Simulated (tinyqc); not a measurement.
Changing the mobility mu: current of a Schottky diode by thermionic-emission-diffusion theory, and its read-back from I-V-T and C-V data. Computed by tinyqc, a small Python program. Command: `OMP_NUM_THREADS=1 python tinyqc.py 3026674 3026675 out.jsonl schottky sweep`. One thread of a shared host (Intel(R) Xeon(R) Processor @ 2.30GHz), about 0.01 s of CPU time with the checks.

Full ionisation, no tunnelling, no recombination current. V is the voltage across the junction itself, forward positive.

Inputs (values chosen for the exercise, modelled on n-type GaAs):

| quantity | value | unit |
|---|---|---|
| Richardson constant A* | 8.29 | A/(cm^2 K^2) |
| effective density of states at 300 K, N_c | 4.9e+17 | 1/cm^3 |
| permittivity eps | 12.9 | - |
| barrier without image force phi_0 | 0.942 | eV |
| doping N | 2.5e+16 | 1/cm^3 |
| series resistance R_s | 0.087 | milliohm cm^2 |
| junction voltage V | 0.41 | V |
| temperature T | 300 | K |

Barrier: uniform.

Constants: k_B = 8.617333262e-05 eV/K; e = 1.602176634e-19 C; eps_0 = 8.8541878128e-12 F/m.

Method:
- N_c(T) = N_c (T/300 K)^(3/2); V_bi = phi_0 - (k_B T/e) ln(N_c(T)/N); surface field F = sqrt(2 e N (V_bi - V - k_B T/e)/(eps eps_0)); image lowering d_phi = sqrt(e F/(4 pi eps eps_0)); effective barrier phi = phi_0 - d_phi.
- Collection velocity v_R = A* T^2/(e N_c(T)); diffusion velocity v_D = mu F; J = e N_c(T) v_R/(1 + v_R/v_D) exp(-phi/k_B T) [exp(e V/k_B T) - 1].
- Terminal voltage V + J R_s.
- Ideality n = (e/k_B T)/(d ln J/dV) by a central difference of +/- 1 mV; J_0 = J exp(-e V/(n k_B T)); apparent barrier phi_IV = k_B T ln(A* T^2/J_0); a C-V plot gives phi_CV = phi_0, the mean without lowering.

One run for each value:

| mobility mu (cm^2/(V s)) | current density J (A/cm^2) | apparent barrier phi_IV (eV) | ideality factor n | v_D (cm/s) |
|---|---|---|---|---|
| 0.5 | 6.464e-06 | 1.050 | 1.047 | 2.743e+04 |
| 1.6 | 2.055e-05 | 1.020 | 1.046 | 8.779e+04 |
| 5 | 6.300e-05 | 0.992 | 1.046 | 2.743e+05 |
| 16 | 1.899e-04 | 0.964 | 1.044 | 8.779e+05 |
| 50 | 5.030e-04 | 0.940 | 1.039 | 2.743e+06 |
| 160 | 1.078e-03 | 0.924 | 1.031 | 8.779e+06 |
| 500 | 1.668e-03 | 0.916 | 1.023 | 2.743e+07 |
| 1600 | 2.026e-03 | 0.913 | 1.018 | 8.779e+07 |
| 5000 | 2.170e-03 | 0.912 | 1.016 | 2.743e+08 |

Over the rows, current density J (A/cm^2) rises from 6.46e-6 to 0.00217 (exponent d ln y / d ln x 0.99 between the first rows and 0.060 between the last); apparent barrier phi_IV (eV) falls from 1.05 to 0.912 (exponent d ln y / d ln x -0.025 between the first rows and -9.5e-4 between the last); ideality factor n falls from 1.05 to 1.02 (exponent d ln y / d ln x -1.7e-4 between the first rows and -0.0017 between the last). At the low end the exponent of current density J is 0.99, close to 1: diffusion limits. Reading a diffusion-limited diode with the thermionic formula overstates the barrier by k_B T ln(1 + v_R/v_D).
